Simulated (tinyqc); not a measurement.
Tight binding, honeycomb lattice, step by step. Computed by tinyqc, a small Python program that keeps every step. Settings: t1 = 1.16, t2 = 0, phi = 0.65, delta = 0.87, points = 6. Command: `OMP_NUM_THREADS=1 python tinyqc.py 31813 31814 out.jsonl` (the two numbers bound the seeds that draw the settings). One thread of a shared host (Intel(R) Xeon(R) Processor @ 2.60GHz), about 0.01 s of CPU time with the checks.

## Bloch Hamiltonian at k

Parameters chosen for this model:
```
parameter     value                        unit
t1         1.160000                 eV, nearest
t2                0       eV, second neighbours
phi        0.650000  rad, phase of t2 (Haldane)
delta      0.870000          eV, +/- on A and B
```

k point k (fractions of the reciprocal vectors): -0.430000  -0.160000

H_AB = -t1 (1 + exp(-i k.a1) + exp(-i k.a2)); H_AA = delta - 2 t2 sum cos(k.b + phi), H_BB = -delta - 2 t2 sum cos(k.b - phi), b = a1, a2 - a1, -a2.

H(k) at k (eV):
```
                     A                    B
A             0.870000  -0.731960-1.473324i
B  -0.731960+1.473324i            -0.870000
```

## Levels at k

Diagonalise the Hermitian matrix.

eigenvalues (eV): -1.861008  1.861008

weights |c|^2 of the basis functions:
```
     band 1    band 2
A  0.266256  0.733744
B  0.733744  0.266256
```

## Bloch Hamiltonian at K

k point K (fractions of the reciprocal vectors): 0.333333  0.666667

As before.

H(k) at K (eV):
```
          A          B
A  0.870000   0.000000
B  0.000000  -0.870000
```

## Levels at K

As before.

eigenvalues (eV): -0.870000  0.870000

weights |c|^2 of the basis functions:
```
     band 1    band 2
A  0.000000  1.000000
B  1.000000  0.000000
```

## Bands along a path

The same steps at evenly spaced points between the labelled ones.

Bands along the path (eV):
```
k             band 1    band 2
G          -3.587102  3.587102
G-K 0.33   -3.063361  3.063361
G-K 0.67   -1.788699  1.788699
K          -0.870000  0.870000
K-M 0.33   -1.066707  1.066707
K-M 0.67   -1.340700  1.340700
M          -1.450000  1.450000
M-K' 0.33  -1.340700  1.340700
M-K' 0.67  -1.066707  1.066707
K'         -0.870000  0.870000
```

With 1 band(s) filled, the highest filled level on these points lies at K and the lowest empty one at K: a gap of 1.7400 eV, direct.

## Chern number of the lower band

On a 6 x 6 mesh, the phase of the product of overlaps around each plaquette (k1 then k2); the sum over 2 pi is an integer.

plaquette phases (rad):
```
           1          2          3          4          5          6
1   0.000000  -0.027105  -0.098807   0.000000   0.050047   0.018391
2   0.027105   0.000000  -0.098807  -0.380251   0.000000   0.050047
3   0.098807   0.098807   0.000000  -0.380251  -0.380251   0.000000
4   0.000000   0.380251   0.380251   0.000000  -0.098807  -0.098807
5  -0.050047   0.000000   0.380251   0.098807   0.000000  -0.027105
6  -0.018391  -0.050047   0.000000   0.098807   0.027105   0.000000
```

Chern number = 0.000000
